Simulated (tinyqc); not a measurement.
Low-temperature mobility of a two-dimensional electron gas with static screening: one step, computed by the program tinyqc. Command: `OMP_NUM_THREADS=1 python tinyqc.py 3018113 3018114 out.jsonl twodeg walk`. One thread of a shared host (Intel(R) Xeon(R) Processor @ 2.30GHz), about 0.01 s of CPU time with the checks.

One subband is filled, the gas is degenerate and scatters at the Fermi circle; one permittivity serves on both sides of the interface. All formulas are in SI units, masses times m_0. Piezoelectric and polar phonons are left out, and n_s is taken as set by a gate, independent of N_i.

Question. Fermi circle, screening and layer thickness. k_F = sqrt(2 pi n_s/g_v); E_F = hbar^2 k_F^2/(2 m); q_TF = g_v m e^2/(2 pi eps eps_0 hbar^2); Fang-Howard parameter b = [12 m_z e^2 (N_d + 11 n_s/32)/(eps eps_0 hbar^2)]^(1/3), mean depth 3/b; effective field F = e (N_d + n_s/2)/(eps eps_0).

Inputs (values chosen for the exercise, modelled on a silicon inversion layer):
```
quantity,value,unit
in-plane mass m,0.189,m_0
mass across the layer m_z,0.931,m_0
permittivity eps,11.7,-
valley degeneracy g_v,2,-
sheet density n_s,4e+12,1/cm^2
depletion charge N_d,7.1e+11,1/cm^2
```

Wave function: Fang-Howard. Roughness spectrum: exponential.

Constants: m_0 = 9.1093837015e-31 kg; e = 1.602176634e-19 C; eps_0 = 8.8541878128e-12 F/m; hbar = 1.054571817e-34 J s.

Give: k_F; E_F; q_TF; b; mean depth; effective field F.

Answer.

k_F = 0.35449 1/nm

E_F = 25.332 meV

q_TF = 1.2211 1/nm

b = 1.6784 1/nm

mean depth = 1.7875 nm

effective field F = 0.41913 MV/cm

q_TF/(2 k_F) = 1.72: screening is strong for back-scattering.
